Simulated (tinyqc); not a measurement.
Worked calculation: UHF in the 3-21g basis, for H2, spin multiplicity 1. One step of it, computed by the program tinyqc.

Task: Iteration 2: diagonalisation and new density. Diagonalise F' = X^T F X, C = X C', fill 1 alpha and 1 beta electrons from the bottom; D(s) = C_occ C_occ^T. Each column has its largest component positive (the first on a tie).

extrapolated F(alpha) (hartree):
```
           1H 1s      1H 2s      2H 1s      2H 2s
1H 1s   0.080814  -0.514784  -0.433520  -0.466608
1H 2s  -0.514784  -0.374052  -0.405648  -0.379941
2H 1s  -0.433520  -0.405648   0.294826  -0.365631
2H 2s  -0.466608  -0.379941  -0.365631  -0.275325
```

extrapolated F(beta) (hartree):
```
           1H 1s      1H 2s      2H 1s      2H 2s
1H 1s   0.294826  -0.365631  -0.433520  -0.405648
1H 2s  -0.365631  -0.275325  -0.466608  -0.379941
2H 1s  -0.433520  -0.466608   0.080814  -0.514784
2H 2s  -0.405648  -0.379941  -0.514784  -0.374052
```

X:
```
           1H 1s      1H 2s      2H 1s      2H 2s
1H 1s   1.241498  -0.481736  -0.052298   0.034248
1H 2s  -0.481736   1.681671   0.034248  -0.707172
2H 1s  -0.052298   0.034248   1.241498  -0.481736
2H 2s   0.034248  -0.707172  -0.481736   1.681671
```

Give: F' = X^T F X; orbital energies; coefficients C; F' = X^T F X; orbital energies; coefficients C; D(alpha) after iteration 2; D(beta) after iteration 2.

Result:

F' = X^T F X (alpha) (hartree):
```
        1       2       3       4
1   0.664  -0.668  -0.308  -0.141
2  -0.668   0.229  -0.116  -0.222
3  -0.308  -0.116   0.840  -0.581
4  -0.141  -0.222  -0.581   0.308
```

orbital energies (alpha) (hartree): MO1 -0.547, MO2 0.214, MO3 1.021, MO4 1.353

coefficients C (alpha):
```
         MO1     MO2     MO3     MO4
1H 1s  0.310  -0.123   0.943   0.882
1H 2s  0.469  -1.217  -0.805  -1.100
2H 1s  0.214   0.149   0.767  -1.059
2H 2s  0.228   1.334  -0.532   1.203
```

F' = X^T F X (beta) (hartree):
```
        1       2       3       4
1   0.840  -0.581  -0.308  -0.116
2  -0.581   0.308  -0.141  -0.222
3  -0.308  -0.141   0.664  -0.668
4  -0.116  -0.222  -0.668   0.229
```

orbital energies (beta) (hartree): MO1 -0.547, MO2 0.214, MO3 1.021, MO4 1.353

coefficients C (beta):
```
         MO1     MO2     MO3     MO4
1H 1s  0.214   0.149   0.767  -1.059
1H 2s  0.228   1.334  -0.532   1.203
2H 1s  0.310  -0.123   0.943   0.882
2H 2s  0.469  -1.217  -0.805  -1.100
```

D(alpha) after iteration 2:
```
       1H 1s  1H 2s  2H 1s  2H 2s
1H 1s  0.096  0.145  0.066  0.071
1H 2s  0.145  0.220  0.100  0.107
2H 1s  0.066  0.100  0.046  0.049
2H 2s  0.071  0.107  0.049  0.052
```

D(beta) after iteration 2:
```
       1H 1s  1H 2s  2H 1s  2H 2s
1H 1s  0.046  0.049  0.066  0.100
1H 2s  0.049  0.052  0.071  0.107
2H 1s  0.066  0.071  0.096  0.145
2H 2s  0.100  0.107  0.145  0.220
```
